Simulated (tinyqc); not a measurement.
Kinetics of strain relaxation and threading dislocations in mismatched semiconductor layers: one step, computed by the program tinyqc.

60-degree dislocations on {111} planes of a (001) layer, isotropic elasticity. The Schmid factor is 1/sqrt(6), and a misfit segment relieves strain with b/2.

Question. Graded buffer. In steady grading, strain is fed at R_f R_g and relieved at (b/4) rho v. As a glide-limited estimate, the driving stress is taken as the mean stress of the strained top zone, whose depth z solves R_f z/2 = e_eq(z), with strain R_f z at the surface; tau_g = S R_f z/2 is its mean; then rho = 4 R_f R_g/(b m tau_g), m = v0 exp(-Q/(k_B T_g)), S = (1/sqrt 6) 2 G (1 + nu)/(1 - nu), e_eq(z) = b (1 - nu/4) [ln(z/b) + 1]/(4 pi (1 + nu) z).

Inputs (values chosen for the exercise, modelled on Ge on Si):

| quantity | value | unit |
|---|---|---|
| misfit f | 0.0414 | - |
| shear modulus G | 56.7 | GPa |
| Poisson ratio nu | 0.26 | - |
| Burgers vector b | 4 | angstrom |
| glide activation energy Q | 1.59 | eV |
| velocity prefactor v0 | 26000 | m/s per MPa |
| grading rate (misfit per thickness) R_f | 0.0081 | 1/micrometre |
| growth temperature of the buffer T_g | 704 | K |
| growth rate R_g | 0.85 | nm/s |

Constants: k_B = 8.617333262e-05 eV/K.

Give: depth z of the strained zone; stress tau_g; thread density of the buffer; buffer thickness f/R_f.

Answer.

depth z of the strained zone = 205.5 nm

stress tau_g = 65.61 MPa

thread density of the buffer = 9.737e+05 1/cm^2

buffer thickness f/R_f = 5.111 micrometre

Raising T_g by 50 K would lower this density by a factor 5.7: fast glide lets few threads do the work.
